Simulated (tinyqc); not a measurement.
From results back to parameters: free-carrier optics of a doped semiconductor (Drude model). Four cases, with inputs chosen for the exercise.

Problem. eps(E) is given at one energy; N and mu are hidden.

eps(E) = ei [1 - Ep^2/(E^2 + i E Gam)], with Ep^2 = 8 pi c (e^2/(4 pi eps0)) N/(m ei), c = hbar^2/2m0, N in 1/angstrom^3 (1e-24 per 1/cm^3); Gam = hbar/tau, tau = mu m m0/e with m0/e = 5.685630e-12 kg/C and mu in m^2/(V s). Energies in meV.

Constants: hbar^2/2m0 = 3.80998211 eV angstrom^2; e^2/(4 pi eps0) = 14.39964547 eV angstrom; hbar = 6.58211957e-16 eV s.

Find: Gam; Ep; N; mu.

Method. ei - eps1 = ei Ep^2/(E^2 + Gam^2) and eps2 = (ei - eps1) Gam/E; the ratio gives Gam, then Ep, N and mu follow.

Case 1.

Values chosen (out of a larger set: mass and dielectric values near those of Si; N and mu are free inputs; interband absorption and the rise of the mass with filling are left out; not measured data): m = 0.284 m0 (conductivity mass); ei = 11.73 (high-frequency dielectric constant); E = 129.4 meV (photon energy).

eps = 8.35397+0.59084i

Solution.

Gam = 22.65 meV
Ep = 70.48 meV
N = 1.20e+19 1/cm^3
mu = 180 cm^2/(V s)

Case 2.

Values chosen (out of a larger set: mass and dielectric values near those of Si; N and mu are free inputs; interband absorption and the rise of the mass with filling are left out; not measured data): m = 0.265 m0 (conductivity mass); ei = 11.82 (high-frequency dielectric constant); E = 141.9 meV (photon energy).

eps = 7.38323+0.97566i

Solution.

Gam = 31.20 meV
Ep = 89.01 meV
N = 1.80e+19 1/cm^3
mu = 140 cm^2/(V s)

Case 3.

Values chosen (out of a larger set: mass and dielectric values near those of Si; N and mu are free inputs; interband absorption and the rise of the mass with filling are left out; not measured data): m = 0.268 m0 (conductivity mass); ei = 11.84 (high-frequency dielectric constant); E = 101.1 meV (photon energy).

eps = 10.64694+0.66202i

Solution.

Gam = 56.10 meV
Ep = 36.70 meV
N = 3.10e+18 1/cm^3
mu = 77.0 cm^2/(V s)

Case 4.

Values chosen (out of a larger set: mass and dielectric values near those of Si; N and mu are free inputs; interband absorption and the rise of the mass with filling are left out; not measured data): m = 0.249 m0 (conductivity mass); ei = 11.72 (high-frequency dielectric constant); E = 95.3 meV (photon energy).

eps = 3.34821+3.40355i

Solution.

Gam = 38.74 meV
Ep = 86.95 meV
N = 1.60e+19 1/cm^3
mu = 120 cm^2/(V s)

Computed by tinyqc, one run a case: `OMP_NUM_THREADS=1 python tinyqc.py N N+1 out.jsonl` with N = 1681858, 1681906, 1682025, 1682295; one thread of a shared Intel(R) Xeon(R) Processor @ 2.30GHz, about 0.01 s a run at most.
